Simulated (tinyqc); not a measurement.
# Worked calculation: input admittance of a MOSFET at zero drain bias: distributed channel and distributed gate

Computed by the program tinyqc: `OMP_NUM_THREADS=1 python tinyqc.py 2262005 2262006 out.jsonl`, one thread of a shared Intel Xeon 2.30GHz, about 0.01 s for the whole run. Printed values are rounded.

Source and drain grounded, strong inversion, w = 2 pi f, Cox = eps0 eox/tox. The channel is an RC line of resistance 1/(mu Cox Vo) per square fed from both ends, so one finger has the intrinsic admittance y = i w Cox L tanh(g)/g per width, g = (1/2) sqrt(i w tau), tau = L^2/(mu Vo). The vertical resistance rv/L is in series with y, the overlaps 2 i w Cov in parallel: y_t = 1/(1/y + rv/L) + 2 i w Cov. The gate strip is a line of Rsh/L per length loaded by y_t, so a finger has Y = y_t Wf tanh(k)/k, k = (Wf/sd) sqrt(y_t Rsh/L); the device has Nf Y.

Parameters, values chosen for the exercise; values of the order met in silicon radio-frequency transistors: relative permittivity of the gate insulator (close to silicon dioxide) eox = 3.9; insulator thickness tox = 4.8 nm; channel length L = 0.73 um; finger width Wf = 0.96 um; number of fingers Nf = 64; channel mobility mu = 130 cm^2/(V s); gate overdrive Vo = 0.7 V; sheet resistance of the gate Rsh = 18 ohm/square; vertical resistivity of the gate stack rv = 2.7 ohm um^2; number of ends at which a finger is contacted sd = 1; overlap and fringe capacitance on each side Cov = 0.28 fF/um; frequency f = 2.6 GHz.

Constants: eps0 = 8.8541878128e-14 F/cm where lengths are in cm. Results are converted to the units shown.

## Low-frequency resistances and capacitance

Low-frequency limits, with c = Cox L and ct = c + 2 Cov: R_strip = Rsh Wf/(3 sd^2 L Nf), R_ch = (c/ct)^2 L/(12 mu Cox Vo Wf Nf), R_vert = (c/ct)^2 rv/(L Wf Nf), C = ct Wf Nf.

parts (ohm): strip 0.123288, channel 12.3501, vertical 0.0491566
sum = 12.5225 ohm
C = 357.067 fF
1/(2 pi R C) = 35.5942 GHz

The channel term is the largest, 98.6 % of the sum.

## Admittance of the channel and stack per width

tau, g, c = Cox L, y and y_t as defined.

tau = 58.5604 ps
g = 0.345807+0.345807i
c = 5.25164 fF/um
y = 6.7768+85.1440i uS/um
y_t = 6.8034+94.2881i uS/um

w tau = 0.957, and Im y is 0.992 of w c.

## Input impedance of the device

k and Y as defined; Z = 1/(Nf Y) = R + 1/(i w C); Q = |Im Z|/R; signal at the point farthest from a contact |1/cosh k|.

k = 0.0339324+0.0315722i
Nf Y = 0.42212+5.79246i mS
R = 12.5143 ohm
C = 356.459 fF
Q = 13.7224
signal at the far point = 0.999922

R is 0.066 % below its low-frequency limit and C is 0.17 % below its own.
